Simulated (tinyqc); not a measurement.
Avalanche multiplication and breakdown of a junction from ionisation integrals: one step, computed by the program tinyqc. Command: `OMP_NUM_THREADS=1 python tinyqc.py 3011221 3011222 out.jsonl impact walk`. One thread of a shared host (Intel(R) Xeon(R) Processor @ 2.30GHz), about 0.01 s of CPU time with the checks.

Ionisation coefficients follow the local field. Position x runs through the depletion layer from the p side (x = 0), where electrons enter, to the n side (x = w), where holes enter. The built-in voltage is neglected.

Question. On-resistance of the drift layer. R_on = w/(e mu N) with w the width at breakdown; figure of merit V_B^2/R_on; for a triangular field it equals eps eps_0 mu F_m^3/4.

Inputs (values chosen for the exercise, modelled on InP): permittivity eps = 12.5; drift-layer mobility mu = 4900 cm^2/(V s); doping N of the lightly doped side = 2.6e+14 1/cm^3.

Junction: one-sided abrupt p+n.

width at breakdown = 89.58887 micrometre

breakdown voltage = 1510.439 V

critical field F_m = 0.3371934 MV/cm

Constants: e = 1.602176634e-19 C; eps_0 = 8.8541878128e-12 F/m.

Give: specific on-resistance; V_B^2/R_on; eps eps_0 mu F_m^3/4.

Answer.

specific on-resistance = 43.89 milliohm cm^2

V_B^2/R_on = 51.98 MW/cm^2

eps eps_0 mu F_m^3/4 = 51.98 MW/cm^2
